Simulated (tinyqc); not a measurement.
# Worked calculation: long-channel MOSFET, surface-potential model

Program tinyqc, `OMP_NUM_THREADS=1 python tinyqc.py 2360097 2360098 out.jsonl`; Intel Xeon 2.30GHz, shared host, one thread, about 0.04 s. Printed values are rounded.

n-channel transistor on a uniformly doped p-type body, gradual-channel approximation, constant mobility, Boltzmann statistics, full ionisation. Potentials are counted from the neutral body; V is the electron quasi-Fermi potential, Vsb at the source and Vsb + Vds at the drain. Charges are magnitudes per area.

Values chosen for this exercise; material values close to those of gallium nitride:

| symbol | value | unit | meaning |
|---|---|---|---|
| T | 325 | K | temperature |
| Eg | 3.47 | eV | band gap |
| eps_r | 9.56 |  | relative permittivity of the semiconductor |
| Nc | 2.64e18 | cm^-3 | conduction-band density of states at T |
| Nv | 5.22e19 | cm^-3 | valence-band density of states at T |
| Na | 1.2e18 | cm^-3 | acceptor density of the body |
| eox | 3.99 |  | relative permittivity of the gate insulator |
| tox | 4.4 | nm | insulator thickness |
| Vfb | -1.67 | V | flat-band voltage |
| mu | 120 | cm^2/(V s) | channel mobility |
| W | 1 | um | gate width |
| L | 0.5 | um | gate length |
| Vsb | 0 | V | source-body reverse bias |
| Vgs | 3.22 | V | gate-source voltage |
| Vds | 2 | V | drain-source voltage |

Constants: q = 1.602176634e-19 C, kB = 1.380649e-23 J/K, Vt = kB T/q, eps0 = 8.8541878128e-14 F/cm where lengths are in cm. Results are converted to the units shown.

Range of the model: The surface field at the source is about 1.4 MV/cm, where quantisation and degeneracy of the inversion layer, left out here, matter.

## Body potential, insulator capacitance and body factor

ni = sqrt(Nc Nv) exp(-Eg/(2 Vt)), Eg in volts; phiF = Vt ln(Na/ni); Cox = eps0 eox/tox; gamma = sqrt(2 q eps0 eps_r Na)/Cox. VT = Vfb + 2 phiF + gamma sqrt(2 phiF + Vsb), m = 1 + gamma/(2 sqrt(2 phiF + Vsb)).

ni = 1.462094e-8 cm^-3
phiF = 1.671129 V
Cox = 0.8029138 uF/cm^2
gamma = 0.7105509 V^0.5
VT = 2.971275 V
m = 1.194332

## Iteration 1: surface potential at the source by Newton steps

psi at the start (2 phiF + Vsb) = 3.342260 V

With V = Vsb: G = psi - Vt + Vt e, e = exp((psi - 2 phiF - Vsb)/Vt); f = Vgs + Vsb - Vfb - psi - gamma sqrt(G); f' = -1 - gamma (1 + e)/(2 sqrt(G)); psi(new) = psi - f/f'.

G = 3.342263 V
f = 0.2487210 V
f' = -1.388685
psi after iteration 1 = 3.521365 V

## Iteration 2: surface potential at the source by Newton steps

As before.

G = 20.26950 V
f = -1.830383 V
f' = -48.34824
psi after iteration 2 = 3.483507 V

## Course of the iteration: surface potential at the source by Newton steps

Stop when psi changes by less than 1e-10 V, or after 40 iterations.

Course of the iteration:
```
iteration   psi (V)  |change| (V)
1          3.521365         0.179
2          3.483507        0.0379
3          3.455806        0.0277
4          3.440108        0.0157
5          3.435786       4.32e-3
6          3.435523       2.63e-4
7          3.435523       8.99e-7
8          3.435523      1.05e-11
```

Converged in 8 iterations. At the end the number of correct digits about doubles with each step.

## Charges and current of the charge-sheet model

psi_0 = 3.435523 V
psi_L = 3.555475 V

psi_0 and psi_L solve Vgs + Vsb - Vfb - psi = gamma sqrt(G) at V = Vsb and Vsb + Vds. Qi = Cox gamma [sqrt(G) - sqrt(psi - Vt)], G = psi - Vt + Vt exp((psi - 2 phiF - V)/Vt), at both ends. With U = Vgs + Vsb - Vfb: drift = mu (W/L) Cox [U (psi_L - psi_0) - (psi_L^2 - psi_0^2)/2 - (2/3) gamma ((psi_L - Vt)^1.5 - (psi_0 - Vt)^1.5)]; diffusion = mu (W/L) Vt (Qi0 - QiL).

Qi0 = 114.6874 nC/cm^2
QiL = 8.338941e-28 nC/cm^2
drift current = 1.650079 uA
diffusion current = 0.7708734 uA
drain current = 2.420952 uA

Drift carries 68.2 % of the current. The drain end is pinched off: its charge is under 1 % of that at the source.

## Inversion charge along the channel

V, point 0 to 6 (V): 0  0.3333333  0.6666667  1  1.333333  1.666667  2

The surface potential psi at channel potential V solves Vgs + Vsb - Vfb - psi = gamma sqrt(G), G = psi - Vt + Vt exp((psi - 2 phiF - V)/Vt). Charge sheet: Qi = Cox gamma [sqrt(G) - sqrt(psi - Vt)]. Pao-Sah: Qi = (Cox gamma/2) integral from 3 Vt to psi of exp((u - 2 phiF - V)/Vt)/sqrt(G(u, V)) du.

```
point   psi (V)  Qi, charge sheet (nC/cm^2)  Qi, Pao-Sah (nC/cm^2)
0      3.435523                    114.6874               115.1521
1      3.555414                  0.05823357             0.05846755
2      3.555475                 3.954795e-7            3.970685e-7
3      3.555475                2.679913e-12           2.690681e-12
4      3.555475                1.816007e-17           1.823303e-17
5      3.555475                1.230592e-22           1.235537e-22
6      3.555475                8.338941e-28           8.372446e-28
```

At the source the charge-sheet charge is 0.40 % below the Pao-Sah one.

## Pao-Sah current by Simpson's rule

I = mu (W/L) integral of Qi dV; Simpson's rule on the 7 points, step Vds/6, weights 1, 4, 2, ..., 4, 1 times step/3.

Pao-Sah current = 3.076960 uA

Gauss-Legendre quadrature on many points gives 2.444 uA, so this value is 26 % above it; the charge-sheet current, 2.421 uA, is 0.96 % below it.
